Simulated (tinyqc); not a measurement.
Worked calculation: linear model of a band gap against the share of exact exchange. Values are carried at full precision from step to step, so a last printed digit may differ when a step is redone from the rounded ones.

E(alpha) = E0 + S alpha. A wider gap screens less, modelled in the Penn form eps(alpha) = 1 + (e0 - 1)(EP/(EP + S alpha))^2 with a scale EP chosen for the exercise. A dielectric-dependent hybrid takes alpha = 1/eps.

Parameters, chosen for this exercise (of the order of those of diamond; shifted at random, so the results belong to these values and not to a real crystal):
```
symbol   value  unit  meaning
E0       4.13   eV    gap of the semi-local functional
S        6.94   eV    slope dE/d(alpha)
e0       6.1          optical dielectric constant at alpha = 0
EP       26.7   eV    energy scale of the screening
Et       5.56   eV    target gap
a_start  0.25         starting alpha
fv       0.69         share of the opening taken by the valence edge
Ed       2.97   eV    defect level above the semi-local valence top
cd       0.23         shift of the level per unit opening, on the scale of the mean potential
```

## Fixed shares

Gap, error against the target and eps for alpha = 0, 0.25 and 1/e0; and the alpha that meets the target, (Et - E0)/S.

Results:
```
alpha   E (eV)  E - Et (eV)    eps
0.0000   4.130       -1.430  6.100
0.2500   5.865        0.305  5.497
0.1639   5.268       -0.292  5.692
```

alpha for the target = 0.2061

A quarter of exact exchange overshoots the target by 0.31 eV: the material needs 0.206, and 1/e0 = 0.164 lies about as far from it as 0.25 does.

## Self-consistent share

Iterate alpha -> 1/eps(alpha) seven times from a_start. The fixed point solves alpha eps(alpha) = 1; the contraction factor there is 2 (eps - 1) S/((EP + S alpha) eps^2).

Iterates:
```
step    alpha     eps  E (eV)
0     0.25000  5.4966  5.8650
1     0.18193  5.6498  5.3926
2     0.17700  5.6612  5.3584
3     0.17664  5.6621  5.3559
4     0.17661  5.6621  5.3557
5     0.17661  5.6621  5.3557
6     0.17661  5.6621  5.3557
7     0.17661  5.6621  5.3557
```

fixed point = 0.17661
contraction factor = 0.0723

The factor is positive, so the iterates approach from one side, the error shrinking to 0.07 of itself each step; the gap is within 0.01 eV of its limit from step 2. Self-consistency moves the gap by +0.088 eV against the one-shot choice 1/e0, since a wider gap screens less.

## Band edges and a deep level

The opening c = S alpha lowers the valence top by fv c and raises the conduction edge by (1 - fv) c, both against the mean potential; the level moves by cd c. Use the fixed point. Compare with stretching the level in proportion to the gap and with pinning it to either edge.

opening c = 1.226 eV

shifts of the valence and conduction edges (eV): [-0.846, 0.380]

level above the valence top = 4.098 eV
level below the conduction edge = 1.258 eV

level above the valence top: stretched, tied to the valence edge, tied to the conduction edge (eV): [3.851, 2.970, 4.196]

The three recipes err by -0.25, -1.13 and +0.10 eV against alignment through the mean potential. With cd = 0.23 the level moves with the conduction edge, by 0.74 times as much as that edge.

## Checks

- Fixed point by bisection against 60 substitutions: both 0.17661.

tinyqc: `OMP_NUM_THREADS=1 python tinyqc.py 1850315 1850316 out.jsonl`; about 0.01 s, one thread, shared Intel(R) Xeon(R) Processor @ 2.30GHz.
